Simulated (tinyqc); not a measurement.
# Two-step dopant diffusion (predeposition and drive-in) with a constant diffusivity, step by step

A worked calculation. Computed by tinyqc, a small Python program that keeps every step. Command: `OMP_NUM_THREADS=1 python tinyqc.py 3024214 3024215 out.jsonl dopdiff walk`. One thread of a shared host (Intel(R) Xeon(R) Processor @ 2.30GHz), about 0.06 s of CPU time with the checks. Intermediate numbers are printed to about 6 digits and carried at full precision; extremes and crossings named in words are read from the listed rows.

Fick diffusion into a half space x > 0 whose background doping C_B is of the opposite type, so that a junction lies where C = C_B.

Inputs (values chosen for the exercise, modelled on arsenic in silicon): prefactor D0 = 8.57 cm^2/s; activation energy E = 4.01 eV; surface concentration C_s = 5.2e+19 1/cm^3; background doping C_B = 5.9e+14 1/cm^3; predeposition temperature T1 = 850 C; predeposition time t1 = 60 min; drive-in temperature T2 = 1025 C; drive-in time t2 = 90 min; mean mobility in the layer mu = 84 cm^2/(V s).

Furnace ramps of the drive-in: none.

Constants: k_B = 8.617333262e-05 eV/K; e = 1.602176634e-19 C.

## Diffusivities

D = D0 exp(-E/(k_B T)). Temperatures in kelvin are T(C) + 273.15. Times in seconds are 60 times the minutes.

D1 = 8.69725e-18 cm^2/s

D2 = 2.31766e-15 cm^2/s

product D1 t1 = 3.13101e-14 cm^2

## Thermal budget of the drive-in

(Dt)2 = D2 t2, t2 in seconds.

drive-in budget (Dt)2 = 1.25153e-11 cm^2

## Predeposition

C = C_s erfc(x/(2 sqrt(D1 t1))); dose Q = 2 C_s sqrt(D1 t1/pi); the junction solves erfc(z) = C_B/C_s with x_j = 2 z sqrt(D1 t1).

dose Q = 1.03825e+13 1/cm^2

z = 3.10405

junction depth after predeposition = 0.0109850 um

## Drive-in as a Gaussian

With a sealed surface and a thin source, C = Q/sqrt(pi (Dt)2) exp(-x^2/(4 (Dt)2)); x_j = 2 sqrt((Dt)2 ln(C(0)/C_B)); gradient at the junction |dC/dx| = C_B x_j/(2 (Dt)2).

surface concentration C(0) (Gaussian) = 1.65579e+18 1/cm^3

junction depth x_j = 0.199367 um

gradient at the junction = 4.69928e+20 1/cm^4

The drive-in moves the junction from 0.0110 to 0.199 um and lowers the surface value by a factor 31.4. Caution: C_s exceeds the intrinsic carrier density of silicon at the predeposition temperature (2e18 to 1e19 per cm^3), where real diffusivities rise with concentration and profiles turn box-like.

## Sheet resistance

Net dose Q_net = Q erf(x_j/(2 sqrt((Dt)2))) - C_B x_j; R_s = 1/(e mu Q_net), with every dopant ionised and one mobility.

net dose = 1.03700e+13 1/cm^2

sheet resistance R_s (Gaussian) = 7165.25 ohm/square

## Exact junction depth

Exact two-step profile: C = (2 C_s/pi) int_0^alpha exp(-beta (1 + u^2))/(1 + u^2) du with alpha = sqrt(D1 t1/(Dt)2), beta = x^2/(4 (D1 t1 + (Dt)2)). The integral takes 48 Gauss-Legendre points; solve C(x) = C_B.

exact junction depth = 0.199523 um

## Gaussian against the exact two-step profile

Gaussian: C = Q/sqrt(pi (Dt)2) exp(-x^2/(4 (Dt)2)). Depths are fractions of the Gaussian x_j.

Profiles:
```
x/x_j    x (um)  Gaussian (1/cm^3)  exact (1/cm^3)    ratio
0.0    0.000000        1.65579e+18     1.65441e+18  1.00083
0.2    0.039873        1.20525e+18     1.20489e+18  1.00030
0.4    0.079747        4.64836e+17     4.65432e+17  0.99872
0.6    0.119620        9.49882e+16     9.53618e+16  0.99608
0.8    0.159493        1.02846e+16     1.03634e+16  0.99240
1.0    0.199367        5.90000e+14     5.97360e+14  0.98768
1.2    0.239240        1.79335e+13     1.82634e+13  0.98193
```

With D1 t1/(Dt)2 = 0.0025, the Gaussian is 0.083 % high at the surface and 1.2 % low at its own junction; the exact junction lies at 0.1995 um, 0.078 % deeper. The dose is the same, but the real source already has a width, which is negligible here.

Checks made by the program: exact profile against the direct convolution of the erfc with the Gaussian kernel (relative difference below 1e-10).
